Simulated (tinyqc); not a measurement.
Inside a calculation. Model: electron continuity equation in a given potential, Scharfetter-Gummel discretisation.

Program tinyqc, `OMP_NUM_THREADS=1 python tinyqc.py 2220123 2220124 out.jsonl`; Intel Xeon 2.30GHz, shared host, one thread, about 0.01 s. Printed values are rounded.

Steady state in one dimension: J = q mu n E + q D dn/dx with E = -dpsi/dx and D = mu Vt, dJ/dx = 0, fixed densities nL and nR at the ends. The potential is given, psi = U (x/L)^2, and is not changed by the electrons.

Values chosen for this exercise; mobility close to that of gallium nitride at room temperature: temperature T = 400 K; electron mobility mu = 1010 cm^2/(V s); length of the region L = 19 um; density at x = 0 nL = 2e15 cm^-3; density at x = L nR = 3.2e16 cm^-3; potential difference psi(L) - psi(0) U = 0.55 V.

Constants: q = 1.602176634e-19 C, kB = 1.380649e-23 J/K, Vt = kB T/q. Results are converted to the units shown.

## Potential on the mesh

9 equal intervals, h = L/9; psi = U (x/L)^2.

| node | psi (V) |
|---|---|
| 0 | 0.0000000 |
| 1 | 0.0067901 |
| 2 | 0.0271605 |
| 3 | 0.0611111 |
| 4 | 0.1086420 |
| 5 | 0.1697531 |
| 6 | 0.2444444 |
| 7 | 0.3327160 |
| 8 | 0.4345679 |
| 9 | 0.5500000 |

## Bernoulli factors

d_i = (psi_(i+1) - psi_i)/Vt; B(d) = d/(exp(d) - 1), B(0) = 1. The flux on interval i is J_i = (q D/h) [n_(i+1) B(d_i) - n_i B(-d_i)].

| interval | d_i | B(d_i) | B(-d_i) |
|---|---|---|---|
| 0 | 0.196990 | 0.9047365 | 1.101727 |
| 1 | 0.590971 | 0.7334505 | 1.324421 |
| 2 | 0.984951 | 0.5870907 | 1.572042 |
| 3 | 1.378932 | 0.4641839 | 1.843116 |
| 4 | 1.772912 | 0.3627088 | 2.135621 |
| 5 | 2.166893 | 0.2802821 | 2.447175 |
| 6 | 2.560874 | 0.2143507 | 2.775224 |
| 7 | 2.954854 | 0.1623642 | 3.117218 |
| 8 | 3.348835 | 0.1219108 | 3.470746 |

The largest |d_i| is 3.35, above 2, where central differences lose the sign pattern that keeps densities positive.

## Tridiagonal system for the inner nodes

Row i (1 to 8): B(-d_(i-1)) n_(i-1) + b_i n_i + B(d_i) n_(i+1) = f_i with b_i = -B(-d_i) - B(d_(i-1)) and f_i = 0; the known end values are moved to the right: f_1 loses B(-d_0) nL and f_8 loses B(d_8) nR. h = L/9, D = mu Vt.

| node | diagonal b | right side f (cm^-3) |
|---|---|---|
| 1 | -2.229158 | -2.203454e15 |
| 2 | -2.305493 | 0 |
| 3 | -2.430207 | 0 |
| 4 | -2.599805 | 0 |
| 5 | -2.809884 | 0 |
| 6 | -3.055506 | 0 |
| 7 | -3.331569 | 0 |
| 8 | -3.633110 | -3.901147e15 |

## Densities and current

B(d) = d/(exp(d) - 1) with d_i = (psi_(i+1) - psi_i)/Vt; b and f are the diagonal and right side of the balance equations. Solve B(-d_(i-1)) n_(i-1) + b_i n_i + B(d_i) n_(i+1) = f_i (end values already in f), then J_i = (q D/h) [n_(i+1) B(d_i) - n_i B(-d_i)], h = L/9, D = mu Vt.

| node | n (cm^-3) |
|---|---|
| 0 | 2e15 |
| 1 | 1.291543e15 |
| 2 | 9.211250e14 |
| 3 | 7.036388e14 |
| 4 | 5.643030e14 |
| 5 | 4.692196e14 |
| 6 | 4.042890e14 |
| 7 | 4.060870e14 |
| 8 | 1.422200e15 |
| 9 | 3.2e16 |

| interval | J (A/cm^2) |
|---|---|
| 0 | -27.34462 |
| 1 | -27.34462 |
| 2 | -27.34462 |
| 3 | -27.34462 |
| 4 | -27.34462 |
| 5 | -27.34462 |
| 6 | -27.34462 |
| 7 | -27.34462 |
| 8 | -27.34462 |

Without sources J is the same on every interval. Against a mesh 200 times finer the densities are off by at most 0.32 % of their local values.

## Three discretisations compared

9 equal intervals. Fluxes J_i = (q D/h)(n_(i+1) P_i - n_i Q_i), d_i = (psi_(i+1) - psi_i)/Vt: Scharfetter-Gummel P = B(d), Q = B(-d), B(d) = d/(exp(d) - 1); central P = 1 - d/2, Q = 1 + d/2; upwind P = 1 + max(-d, 0), Q = 1 + max(d, 0). Balance at each inner node: J_i - J_(i-1) = 0. The reference is Scharfetter-Gummel on 1800 intervals.

Densities (cm^-3):

| node | Scharfetter-Gummel | central | upwind | reference |
|---|---|---|---|---|
| 0 | 2.000e15 | 2.000e15 | 2.000e15 | 2.000e15 |
| 1 | 1.292e15 | 1.298e15 | 1.283e15 | 1.291e15 |
| 2 | 9.211e14 | 9.303e14 | 9.294e14 | 9.207e14 |
| 3 | 7.036e14 | 7.130e14 | 7.334e14 | 7.030e14 |
| 4 | 5.643e14 | 5.733e14 | 6.334e14 | 5.635e14 |
| 5 | 4.692e14 | 4.840e14 | 6.451e14 | 4.682e14 |
| 6 | 4.043e14 | 2.171e14 | 9.317e14 | 4.031e14 |
| 7 | 4.061e14 | 1.895e15 | 2.206e15 | 4.048e14 |
| 8 | 1.422e15 | -7.686e15 | 7.614e15 | 1.421e15 |
| 9 | 3.200e16 | 3.200e16 | 3.200e16 | 3.200e16 |

Largest errors as a share of the largest reference density listed: Scharfetter-Gummel 0.0043 %, central 28 %, upwind 19 %. The largest |d| is 3.35. Central differences give 1 negative value(s), since P or Q changes sign once |d| exceeds 2. Upwinding stays positive but acts as if D were larger by the factor 1 + |d|/2, up to 2.67 here.
